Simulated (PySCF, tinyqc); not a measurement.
Worked calculation: CCD on RHF in the 3-21g basis, for H3+, spin multiplicity 1. The lowest restricted solution is unstable here: a spin-polarised one lies 0.0067 hartree lower (PySCF). One step of it, computed by the program tinyqc.

Question. CCD: starting amplitudes. t_ij^ab = <ij||ab> / (e_i + e_j - e_a - e_b), whose energy is MP2.

orbital energies (hartree): MO1 -0.856287, MO2 -0.387847, MO3 -0.083322, MO4 0.754106, MO5 0.837623, MO6 0.963332

Two-electron integrals over orbitals (pq|rs), unique and non-zero (hartree):
```
(11|11) 0.499393    (21|21) 0.120175    (22|11) 0.400636    (22|22) 0.422142
(31|11) 0.078587    (31|22) -0.024395   (31|31) 0.088803    (32|21) -0.104858
(32|32) 0.114076    (33|11) 0.416019    (33|22) 0.377623    (33|31) 0.030377
(33|33) 0.384038    (41|11) -0.048788   (41|22) -0.068307   (41|31) 0.019710
(41|33) -0.041868   (41|41) 0.043049    (42|21) -0.065784   (42|32) 0.054625
(42|42) 0.080434    (43|11) 0.062082    (43|22) 0.066165    (43|31) -0.006431
(43|33) 0.044589    (43|41) -0.036100   (43|43) 0.042076    (44|11) 0.390427
(44|22) 0.421177    (44|31) -0.032503   (44|33) 0.369109    (44|41) -0.084783
(44|43) 0.081139    (44|44) 0.450152    (51|21) 0.043551    (51|32) -0.040206
(51|42) -0.055116   (51|51) 0.039114    (52|11) 0.070017    (52|22) 0.094037
(52|31) -0.024523   (52|33) 0.058147    (52|41) -0.057180   (52|43) 0.054168
(52|44) 0.117833    (52|52) 0.079615    (53|21) -0.038933   (53|32) 0.027782
(53|42) 0.054200    (53|51) -0.035458   (53|53) 0.039793    (54|21) -0.163488
(54|32) 0.156642    (54|42) 0.112091    (54|51) -0.078432   (54|53) 0.065808
(54|54) 0.262345    (55|11) 0.389480    (55|22) 0.422454    (55|31) -0.034414
(55|33) 0.369114    (55|41) -0.085380   (55|43) 0.081871    (55|44) 0.452047
(55|52) 0.118818    (55|55) 0.454122    (61|11) -0.074545   (61|22) -0.008043
(61|31) -0.058211   (61|33) -0.053271   (61|41) 0.003804    (61|43) 0.005079
(61|44) -0.002376   (61|52) 0.002690    (61|55) -0.001326   (61|61) 0.087216
(62|21) 0.016462    (62|32) -0.007602   (62|42) -0.015714   (62|51) 0.009308
(62|53) -0.012212   (62|54) -0.022215   (62|62) 0.008230    (63|11) -0.104403
(63|22) -0.034178   (63|31) -0.059003   (63|33) -0.064721   (63|41) 0.016042
(63|43) -0.013751   (63|44) -0.032987   (63|52) -0.017398   (63|55) -0.032214
(63|61) 0.075741    (63|63) 0.079917    (64|11) 0.017843    (64|22) -0.014163
(64|31) 0.027776    (64|33) 0.002527    (64|41) 0.013140    (64|43) -0.004018
(64|44) -0.021160   (64|52) -0.014971   (64|55) -0.021623   (64|61) -0.011019
(64|63) -0.012977   (64|64) 0.013722    (65|21) 0.023610    (65|32) -0.026142
(65|42) -0.017543   (65|51) 0.013773    (65|53) -0.007969   (65|54) -0.040714
(65|62) 0.000355    (65|65) 0.009633    (66|11) 0.532425    (66|22) 0.353674
(66|31) 0.150888    (66|33) 0.431777    (66|41) -0.027868   (66|43) 0.039880
(66|44) 0.339271    (66|52) 0.036778    (66|55) 0.336590    (66|61) -0.160377
(66|63) -0.175111   (66|64) 0.043277    (66|66) 0.700130
```

Give: Starting amplitudes; correlation energy.

Answer.

Starting amplitudes (spin orbitals 1a, 1b, ...; amplitudes related by a flip of all spins are not repeated):
```
from      to          t
1a 1b  2a 2b     -0.128
1a 1b  3a 3b     -0.057
1a 1b  6a 6b     -0.024
1a 1b  3a 6b      0.022
1a 1b  2a 5b     -0.020
1a 1b  4a 4b     -0.013
1a 1b  5a 5b     -0.012
1a 1b  3a 4b     -0.008
1a 1b  4a 6b  -1.11e-03
```

correlation energy = -0.02834 hartree
